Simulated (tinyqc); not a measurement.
# Ellipsometry and reflectance of a transparent film on an absorbing substrate, step by step

Numbers from tinyqc (`OMP_NUM_THREADS=1 python tinyqc.py 2870169 2870170 out.jsonl`; about 0.01 s on one thread of a shared Intel Xeon 2.30GHz). Printed values are rounded.

Air (index 1), film, substrate with N2 = n2 - i k2; time factor exp(+i w t). q_j = sqrt(N_j^2 - sin^2 th), root with positive real part. Fresnel coefficients r_s = (q_a - q_b)/(q_a + q_b), r_p = (N_b^2 q_a - N_a^2 q_b)/(N_b^2 q_a + N_a^2 q_b). tan(Psi) exp(i Delta) = R_p/R_s, Delta taken from 0 to 360 degrees.

Parameters, values chosen for the exercise; indices close to those of silicon nitride on silicon: wavelength lam = 405 nm; angle of incidence th = 70 degrees; index of the transparent film n1 = 2.032; film thickness d = 1.1 nm; index of the substrate n2 = 5.42; extinction coefficient of the substrate k2 = 0.329.

## Interface coefficients and thickness period

q0, q1, q2 and the coefficients r01 and r12 for p and s; the results repeat in d with the period lam/(2 q1).

q0 = 0.3420201
q1 = 1.801666
q2 = 5.338232-0.334039i
r01,p = -0.1211799
r01,s = -0.6809047
r12,p = 0.4129831-0.0243797i
r12,s = -0.4964266+0.0235596i
period = 112.3959 nm

## Psi, Delta and reflectances

beta = 2 pi d q1/lam, X = exp(-2 i beta), R = (r01 + r12 X)/(1 + r01 r12 X) for p and s.

beta = 0.03074623 rad
X = 0.9981099-0.0614537i
R_p = 0.3043446-0.0542462i
R_s = -0.8796366+0.0162121i
Psi = 19.36057 degrees
Delta = 170.9496 degrees
|R_p|^2 = 0.09556830
|R_s|^2 = 0.7740234

The bare substrate gives Psi = 19.30 and Delta = 175.51 degrees.
